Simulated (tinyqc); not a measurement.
## p-n diode, drift-diffusion by the Gummel loop with Scharfetter-Gummel fluxes: current against voltage in the dark

Abrupt junction at x = 0, p side from -Lp, n side to Ln, ohmic contacts. psi is counted from the intrinsic level; n = ni exp((psi - phin)/Vt), p = ni exp((phip - psi)/Vt). Contacts: p side psi = V - Vt ln(Na/ni), p = Na, n = ni^2/Na; n side psi = Vt ln(Nd/ni), n = Nd, p = ni^2/Nd. Constant mobilities, D = mu Vt, Boltzmann statistics, SRH recombination through a mid-gap level, U = (n p - ni^2)/(tp (n + ni) + tn (p + ni)). Current is positive from the p contact to the n contact.

ni = sqrt(Nc Nv) exp(-Eg/(2 Vt)), Eg in volts. Poisson and both continuity equations are solved self-consistently with Scharfetter-Gummel fluxes on a graded mesh of 500 nodes. J_scr is q times the integral of U between -xp and xn. Ideal diffusion current J_id = q ni^2 [Dn coth(wp/Le)/(Le Na) + Dp coth(wn/Lh)/(Lh Nd)] (exp(V/Vt) - 1), Le = sqrt(Dn tn), Lh = sqrt(Dp tp), wp = Lp - xp, wn = Ln - xn, with xp and xn from the depletion approximation (W = sqrt(2 eps0 eps_r (Vbi - V)(1/Na + 1/Nd)/q), xp = W Nd/(Na + Nd), xn = W Na/(Na + Nd), Vbi = Vt ln(Na Nd/ni^2)). Ideality factor = 0.004 V/(Vt ln[J(V + 0.004 V)/J(V)]). Here G = 0.

Parameters, values chosen for the exercise; band and dielectric values close to those of gallium arsenide: temperature T = 300 K; band gap Eg = 1.4 eV; relative permittivity eps_r = 13; conduction-band density of states at T Nc = 4.43e17 cm^-3; valence-band density of states at T Nv = 9.07e18 cm^-3; acceptor density of the p side Na = 4e16 cm^-3; donor density of the n side Nd = 9.5e15 cm^-3; electron mobility mun = 5300 cm^2/(V s); hole mobility mup = 330 cm^2/(V s); SRH lifetime of electrons tn = 1e-7 s; SRH lifetime of holes tp = 2e-8 s; length of the p side Lp = 5.8 um; length of the n side Ln = 1.2 um; uniform generation rate G = 0 cm^-3 s^-1.

Constants: q = 1.602176634e-19 C, kB = 1.380649e-23 J/K, Vt = kB T/q, eps0 = 8.8541878128e-14 F/cm where lengths are in cm. Results are converted to the units shown.

Result of one run:
```
V (V),J (A/cm^2),ideality factor,J_scr/J (%),J_id (A/cm^2),share recombining at the contacts (%),larger minority/doping at -xp and xn
0.64,7.12e-6,1.54,76.0,1.72e-6,23.5,1.16e-8
```

What becomes of these results when the bias of the p contact V is changed from 0.64 to 0.74 V, all else the same?

Result of the changed run:
```
V (V),J (A/cm^2),ideality factor,J_scr/J (%),J_id (A/cm^2),share recombining at the contacts (%),larger minority/doping at -xp and xn
0.74,1.25e-4,1.19,35.5,8.11e-5,63.1,5.48e-7
```

The whole series:
```
V (V),J (A/cm^2),ideality factor,J_scr/J (%),J_id (A/cm^2),share recombining at the contacts (%),larger minority/doping at -xp and xn
0.23,1.33e-9,1.92,100,2.36e-13,0.0174,1.56e-15
0.33,9.91e-9,1.92,99.9,1.12e-11,0.110,7.40e-14
0.43,7.48e-8,1.90,99.3,5.27e-10,0.686,3.52e-12
0.54,7.29e-7,1.81,95.0,3.65e-8,4.87,2.46e-10
0.64,7.12e-6,1.54,76.0,1.72e-6,23.5,1.16e-8
0.74,1.25e-4,1.19,35.5,8.11e-5,63.1,5.48e-7
0.84,0.00416,1.05,9.36,0.00381,88.6,2.56e-5
0.94,0.180,1.02,2.13,0.179,95.6,0.00118
1.04,7.83,1.07,0.412,8.36,97.4,0.0465
```

J rises from 1.33e-9 to 7.83 A/cm^2; the ideality factor moves up and down between 1.02 and 1.92. Recombination in the depleted layer carries over half of the current up to V = 0.64 V, where the factor is 1.54; it grows roughly as exp(V/2 Vt), so diffusion overtakes it. Where the factor is lowest (V = 0.94 V), J is 0.80 % above the ideal diffusion current.

Numbers from tinyqc (`OMP_NUM_THREADS=1 python tinyqc.py 2240039 2240040 out.jsonl`; about 0.1 s on one thread of a shared Intel Xeon 2.30GHz).
